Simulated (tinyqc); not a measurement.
Time-domain thermoreflectance: layered heat flow under a modulated pulse train, and what the signal ratio measures. Changing the delay t. Computed by tinyqc, a small Python program. Command: `OMP_NUM_THREADS=1 python tinyqc.py 3111889 3111890 out.jsonl tdtr sweep`. One thread of a shared host (Intel(R) Xeon(R) Processor @ 2.30GHz), about 0.1 s of CPU time with the checks.

Pulses repeat at 80 MHz; heat is laid down at the surface, all layers are isotropic.

Inputs (values chosen for the exercise, modelled on aluminium on beta-Ga2O3):
```
quantity                                value        unit
metal thickness d                         110          nm
metal conductivity                        160     W/(m K)
metal heat capacity                      2.42  MJ/(m^3 K)
boundary conductance G under the metal     56  MW/(m^2 K)
substrate conductivity kappa             15.5     W/(m K)
substrate heat capacity C                3.29  MJ/(m^3 K)
modulation frequency f                     12         MHz
spot radius w (1/e^2, pump and probe)      11  micrometre
```

Stack: metal, substrate.

Method:
- For radial wave number k and angular frequency W each layer has u = sqrt(4 pi^2 k^2 + i W C/kappa) and gamma = kappa u. Surface impedance from below: Z = 1/gamma for the substrate; a layer of thickness L maps Z to (Z + tanh(u L)/gamma)/(1 + gamma Z tanh(u L)); a boundary adds 1/G.
- Response per absorbed watt H(W) = 2 pi int_0^(2/w) Z(k, W) exp(-pi^2 k^2 w^2) k dk by 20 Gauss-Legendre points.
- Signal: X + iY = sum_(m = -M..M) H(2 pi (f + m f_r)) exp(i 2 pi m f_r t) exp(-pi (m/M)^2 x 4), f_r = 80 MHz, M = 4000, with H(-W) the complex conjugate of H(W); V_in = X, V_out = Y, ratio = -V_in/V_out.

One run for each value:
```
delay t (ps)  ratio -V_in/V_out  V_in (K/mW)  V_out (K/mW)
80                       3.4148      0.12573     -0.036819
130                      3.2665      0.12134     -0.037146
220                      3.1456      0.11872     -0.037743
380                      2.9599      0.11467     -0.038742
630                      2.7092      0.10878     -0.040153
1100                     2.3312      0.09878     -0.042373
1800                     1.9150      0.08583     -0.044819
3000                     1.4305      0.06755     -0.047219
5000                     0.9298      0.04456     -0.047925
```

Over the rows, ratio -V_in/V_out falls from 3.41 to 0.930 (exponent d ln y / d ln x -0.091 between the first rows and -0.84 between the last); V_in (K/mW) falls from 0.126 to 0.0446 (exponent d ln y / d ln x -0.073 between the first rows and -0.81 between the last); V_out (K/mW) falls from -0.0368 to -0.0479 (exponent d ln y / d ln x 0.018 between the first rows and 0.029 between the last). V_out changes by 30 % over these delays and V_in by 65 %.
